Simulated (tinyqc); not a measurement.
Changing the temperature T: capillary instabilities by surface diffusion: grooving and agglomeration of films, edge retraction, wire break-up and smoothing of roughness. Computed by tinyqc, a small Python program. Command: `OMP_NUM_THREADS=1 python tinyqc.py 3016271 3016272 out.jsonl dewet sweep`. One thread of a shared host (Intel(R) Xeon(R) Processor @ 2.30GHz), about 0.01 s of CPU time with the checks.

Isotropic surface energy; shapes change by surface diffusion alone.

Inputs (values chosen for the exercise, for a model film):
```
quantity,value,unit
surface energy gamma_s,1.49,J/m^2
grain-boundary energy gamma_b,0.62,J/m^2
interface energy gamma_i,1.1,J/m^2
contact angle on the substrate theta,65,degrees
atomic volume Omega,20,angstrom^3
surface sites nu,8.3,1/nm^2
prefactor D0,0.00013,m^2/s
activation energy Q,2.38,eV
time t,1500,s
film thickness h,7.1,nm
grain radius R,20,nm
wire radius r,2,nm
initial ripple over radius,0.01,-
```

Grooves: at the surface and the interface.

Constants: k_B = 8.617333262e-05 eV/K; k_B = 1.380649e-23 J/K.

Method:
- B = D_s nu gamma_s Omega^2/(k_B T), D_s = D0 exp(-Q/(k_B T)).
- Groove angle beta: sin(beta) = gamma_b/(2 gamma). For circular grains of radius R with spherical caps the groove ends (measured from the mean surface) at the depth R g(beta), g = (2 - 3 cos beta + cos^3 beta)/(3 sin^3 beta). The film parts if R [g(beta_s) + g(beta_i)] > h.
- Mullins' isolated groove: depth below the flat surface d = 0.780 m (B t)^(1/4), m = tan(beta_s), width between the ridges 4.6 (B t)^(1/4); time to reach h: (h/(0.780 m))^4/B.
- A rim shaped as a circular segment with contact angle theta holds the area h x; its radius r obeys r^2 (theta - sin theta cos theta) = h x. To advance, the edge must carry a strip of the rim height H = r (1 - cos theta) over the rim, driven by the curvature 1/r over the distance r theta (the scaling argument of Brandon and Bradshaw): H dx/dt = B/(theta r^2) gives x^(5/2) = (5/2) B t c^(3/2)/(theta (1 - cos theta) h^(3/2)), c = theta - sin theta cos theta.
- A wire with r + A cos(k z) has dA/dt = (B/r^4) (kr)^2 [1 - (kr)^2] A: unstable for wavelengths above 2 pi r, fastest at kr = 1/sqrt 2 with the rate B/(4 r^4); break-up time about (4 r^4/B) ln(r/A0); each wavelength makes a sphere of radius (3 r^2 lambda_m/4)^(1/3).

One run for each value:
```
temperature T (K),retraction x (nm),groove depth (nm),break-up time (s),B (nm^4/s)
1030,52.7,3.284,2.8800e+00,1.0234e+02
1100,101.6,4.949,5.5832e-01,5.2789e+02
1170,180.8,7.095,1.3222e-01,2.2292e+03
1250,322.2,10.181,3.1181e-02,9.4523e+03
1320,503.7,13.461,1.0202e-02,2.8889e+04
1390,752.1,17.293,3.7456e-03,7.8688e+04
1460,1079.5,21.676,1.5175e-03,1.9422e+05
1540,1565.5,27.345,5.9911e-04,4.9194e+05
1610,2100.8,32.864,2.8719e-04,1.0262e+06
```

Over the rows, retraction x (nm) rises from 52.7 to 2100 (exponent d ln y / d ln x 10.0 between the first rows and 6.6 between the last); groove depth (nm) rises from 3.28 to 32.9 (exponent d ln y / d ln x 6.2 between the first rows and 4.1 between the last); break-up time (s) falls from 2.88 to 2.87e-4 (exponent d ln y / d ln x -25 between the first rows and -17 between the last). Times carry the energy Q, but lengths at fixed time only Q/4 (grooves) and 2Q/5 (edges): 0.595 and 0.952 eV.

Caution (all rows): the grooves of neighbouring boundaries overlap, so the depth levels off at its final value. Caution (all rows): faceting can stabilise wires along low-index directions. Caution (rows 1250, 1320, 1390, 1460, 1540, 1610): this depth exceeds the film thickness, so the isolated-groove formula no longer applies.
